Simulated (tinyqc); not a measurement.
Speciation in dilute and buffered hydrofluoric acid, oxide etch rate and bath loading: one step, computed by the program tinyqc.

Concentrations stand for activities, NH4+ and Cl- are spectators, and water ionisation is neglected. H, F and HF2 denote the ions H+, F- and HF2-. The base temperature is 298 K.

Problem. One trial. Fluoride balance: [HF] + [F] + 2 [HF2] + 2 [H2F2] = HF added + NH4F added. Acid balance: [H] + [HF] + [HF2] + 2 [H2F2] = HF added + HCl added. For a trial [H], [HF] = [H][F]/K1, and the fluoride balance is a quadratic in [F]. Take pH = 3. The residual is the left side of the acid balance less the right.

Inputs (values chosen for the exercise, of the order of those for thermal oxide at room temperature): HF added = 1.3 mol/L; NH4F added = 0.51 mol/L; HCl added = 0 mol/L; K1 = [H][F]/[HF] = 0.000697 mol/L; K2 = [HF2]/([HF][F]) = 3.45 L/mol; K3 = [H2F2]/[HF]^2 = 0 L/mol.

Give: [F]; [HF]; [HF2]; [H2F2]; residual.

Solution.

[F] = 0.3220 mol/L

[HF] = 0.4619 mol/L

[HF2] = 0.5131 mol/L

[H2F2] = 0 mol/L

residual = -0.3240 mol/L

The residual is negative, so the pH lies below 3.
